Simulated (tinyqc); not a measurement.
# Changing the binding energy of the fault level E_b

Model: polytypes and stacking faults of a tetrahedral semiconductor in an axial Ising model with couplings up to third neighbours. Computed by tinyqc, a small Python program. Command: `OMP_NUM_THREADS=1 python tinyqc.py 3031107 3031108 out.jsonl polytype sweep`. One thread of a shared host (Intel(R) Xeon(R) Processor @ 2.30GHz), about 0.02 s of CPU time with the checks.

Each double layer has s = +1 or -1 for the sense of its stacking step; E per pair of atoms = E0 - sum_n J_n <s_i s_(i+n)>, n = 1, 2, 3. Hexagonality h = (1 - <s_i s_(i+1)>)/2.

Inputs (values chosen for the exercise, of the order of those of SiC for J, a, G and the gaps):
```
quantity                                    value      unit
J1                                           2.38  meV/pair
J2                                          -3.84  meV/pair
J3                                          -0.26  meV/pair
basal lattice constant a                     3.08  angstrom
in-plane mass m                              0.46        m0
effective density of states N_c at 300 K  3.4e+19    1/cm^3
electron density n                        2.2e+15    1/cm^3
temperature T                                 300         K
```

Host polytype: 4H.

fault coefficients k_n:
```
                      J1  J2  J3
single Shockley (31)   0  -4   0
double Shockley (62)  -4  -8   0
Frank-type (32)       -1  -2   3
```

Constants: 1 eV/angstrom^2 = 16.02176634 J/m^2; m_0 = 9.1093837015e-31 kg; hbar = 1.054571817e-34 J s; k_B = 1.380649e-23 J/K; k_B = 8.617333262e-05 eV/K.

Method:
- Faults in 4H: the sequences single Shockley (31) (+++-), double Shockley (62) (++++++--), Frank-type (32) (+++--) are put between perfect repeats; k_n = (layers x C_n of the host) - sum_i s_i s_(i+n). gamma = sum k_n J_n/A, A = (sqrt 3/2) a^2; 1 meV/angstrom^2 = 16.02177 mJ/m^2.
- The fault binds electrons in a two-dimensional band E_b below the conduction edge, g2 = m m0/(pi hbar^2) for one valley. With the Fermi level held by the bulk, eta = ln[n/N_c(T)], N_c(T) = N_c (T/300)^1.5, the grand potential falls by g2 (k_B T)^2 F1(x), x = eta + E_b/(k_B T), F1(x) = integral from 0 to infinity of ln(1 + exp(x - t)) dt; sheet density g2 k_B T ln(1 + e^x). Band bending by the trapped charge is left out, so the gain is an upper bound.
- Net fault energy = gamma of the single Shockley (31) fault less the electronic gain.

One run for each value; columns: (1) binding energy of the fault level E_b (eV); (2) electronic gain (mJ/m^2); (3) sheet density (1/cm^2); (4) net fault energy (mJ/m^2):
```
(1)          (2)         (3)     (4)
0.05  9.2090e-05  2.2231e+09  29.955
0.13  2.0283e-03  4.8849e+10  29.953
0.21  4.2653e-02  9.8035e+11  29.912
0.29  5.5202e-01  8.7465e+12  29.403
0.36  2.2200e+00  2.1329e+13  27.735
0.44  5.9329e+00  3.6636e+13  24.022
0.52  1.1614e+01  5.2005e+13  18.341
0.60  1.9264e+01  6.7378e+13  10.691
```

Describe and explain the trends.

Over the rows, electronic gain (mJ/m^2) rises from 9.21e-5 to 19.3 (exponent d ln y / d ln x 3.2 between the first rows and 3.5 between the last); sheet density (1/cm^2) rises from 2.22e9 to 6.74e13 (exponent d ln y / d ln x 3.2 between the first rows and 1.8 between the last); net fault energy (mJ/m^2) falls from 30.0 to 10.7. The gain grows as exp(E_b/(k_B T)) while the well is empty and as (E_b + eta k_B T)^2 once it is degenerate; thicker faults bind more deeply.
